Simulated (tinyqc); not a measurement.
Worked calculation: composition and strain of an epitaxial Si(1-x)Ge(x) layer from Raman and X-ray peaks. Computed by tinyqc, a small Python program that keeps every step. Command: `OMP_NUM_THREADS=1 python tinyqc.py 3013490 3013491 out.jsonl epiraman walk`. One thread of a shared host (Intel(R) Xeon(R) Processor @ 2.30GHz), about 0.01 s of CPU time with the checks. Intermediate numbers are printed to about 6 digits and carried at full precision; extremes and crossings named in words are read from the listed rows.

A (001) layer, biaxially strained in the plane. The Raman peaks follow empirical lines omega = w0 + c1 x + c3 x^3 + b eps (c3 for Si-Ge alone), with eps the in-plane strain.

Inputs (values chosen for the exercise, modelled on silicon-germanium):
```
quantity                        value      unit
Ge fraction x                    0.27         -
degree of relaxation R           0.91         -
lattice constant of Si          5.431  angstrom
lattice constant of Ge          5.658  angstrom
bowing B                        0.026  angstrom
2 C12/C11 of Si                 0.776         -
2 C12/C11 of Ge                 0.746         -
Si-Si: w0                       520.9      1/cm
Si-Si: c1                       -67.3      1/cm
Si-Si: strain coefficient b      -778      1/cm
Si-Ge: w0                       400.2      1/cm
Si-Ge: c1                        23.5      1/cm
Si-Ge: c3                       -31.8      1/cm
Si-Ge: strain coefficient b      -572      1/cm
Ge-Ge: w0                       280.2      1/cm
Ge-Ge: c1                        18.6      1/cm
Ge-Ge: strain coefficient b      -428      1/cm
uncertainty of a Raman peak       0.3      1/cm
X-ray wavelength             1.540598  angstrom
```

Substrate: silicon. Pair of peaks used: Si-Si and Si-Ge.

## Lattice constants and strain

Relaxed lattice constant a(x) = a_Si + (a_Ge - a_Si) x - B x (1 - x). In-plane constant a_par = a_sub + R (a(x) - a_sub); eps = a_par/a(x) - 1; eps_perp = -(2 C12/C11) eps with 2 C12/C11 linear in x; a_perp = a(x) (1 + eps_perp).

relaxed constant a(x) = 5.48717 angstrom

substrate constant a_sub = 5.431 angstrom

a_par = 5.48211 angstrom

in-plane strain eps = -0.921220 per mille

strain along the normal = 0.707405 per mille

a_perp = 5.49105 angstrom

The layer is under compression in the plane and is stretched along the normal.

## Raman peaks

Insert x and eps in the three lines; the strain part is b eps.

Si-Si peak = 503.446 1/cm

Si-Ge peak = 406.446 1/cm

Ge-Ge peak = 285.616 1/cm

strain parts (1/cm): Si-Si 0.716709, Si-Ge 0.526938, Ge-Ge 0.394282

Read as unstrained, the Si-Si peak would give x = 0.259 in place of 0.27.

## X-ray (004) reflection

Bragg angle theta = arcsin(2 lambda/a) for (004), for the substrate with a_sub and the layer with a_perp; separation in arc seconds.

theta of the substrate = 34.5646 degree

theta of the layer = 34.1340 degree

separation, layer less substrate = -1549.98 arcsec

## Back from two peaks to composition and strain

Unknowns x and eps (per mille). Newton steps: J d = (measured - model), J = [d omega/dx, d omega/d eps] for the two peaks; start at x = 0.5, eps = 0; stop when |d| < 1e-9. The peaks are rounded to 0.001 per cm; R = (a(x)(1 + eps) - a_sub)/(a(x) - a_sub).

peaks used (1/cm): Si-Si 503.446, Si-Ge 406.446

Iterations:
```
step         x  eps (per mille)  residual 1 (1/cm)  residual 2 (1/cm)
0     0.500000          0.00000             16.196       -1.52900e+00
1     0.226510          2.84042              0.000        2.91729e+00
2     0.269358         -0.86605              0.000        4.21738e-02
3     0.269996         -0.92128              0.000        1.04821e-05
4     0.269996         -0.92129              0.000                  0
```

recovered x = 0.269996

recovered eps = -0.921290 per mille

recovered R = 0.91

## Which pair of peaks is best

For each pair invert J = [d omega/dx, d omega/d eps] at the true x. Independent errors of the given size in both peaks give sigma_x and sigma_eps = uncertainty x (norm of the rows of the inverse of J).

Error propagation:
```
pair               det J     sigma_x  sigma_eps (per mille)
Si-Si and Si-Ge  51.3679  0.00563958               0.404751
Si-Si and Ge-Ge  43.2752  0.00615565               0.484039
Si-Ge and Ge-Ge  3.55779   0.0602396                2.09910
```

The pair Si-Si and Si-Ge fixes x best (sigma_x = 0.0056) and Si-Ge and Ge-Ge worst (0.060), a factor 11. Strain moves all peaks the same way, so a good pair needs different ratios of composition slope to strain coefficient, best of opposite sign; the slopes here are -67.3, 16.5 and 18.6 per cm for Si-Si, Si-Ge and Ge-Ge. Errors in the coefficients themselves are not counted.

## Relaxation at fixed composition

(004) Bragg angle theta = arcsin(2 lambda/a), with a = a_perp for the layer and a_sub for the substrate; separation = layer less substrate. The apparent x is the one that a fully strained layer (R = 0) would need to give the same a_perp.

Signatures; columns: (1) R; (2) eps (per mille); (3) Si-Si (1/cm); (4) Ge-Ge (1/cm); (5) a_perp (angstrom); (6) (004) separation (arcsec); (7) apparent x if R = 0 is assumed:
```
(1)        (2)      (3)      (4)      (5)       (6)       (7)
0.00  -10.2358  510.692  289.603  5.53029  -2540.73  0.270000
0.15   -8.7004  509.498  288.946  5.52383  -2378.61  0.252876
0.30   -7.1650  508.303  288.289  5.51736  -2216.02  0.235691
0.50   -5.1179  506.711  287.412  5.50873  -1998.51  0.212680
0.70   -3.0707  505.118  286.536  5.50010  -1780.15  0.189556
0.85   -1.5354  503.924  285.879  5.49363  -1615.84  0.172138
1.00    0.0000  502.729  285.222  5.48717  -1451.05  0.154655
```

Full relaxation moves the Si-Si peak by -7.96 per cm and shrinks the X-ray separation to 57 % of its strained value, about 1/(1 + 2 C12/C11). A symmetric reflection alone cannot part x from R: a relaxed layer read as strained gives x = 0.155 in place of 0.27. An asymmetric reflection or a second peak is needed.

Checks made by the program: recovered composition (relative difference 1e-05).
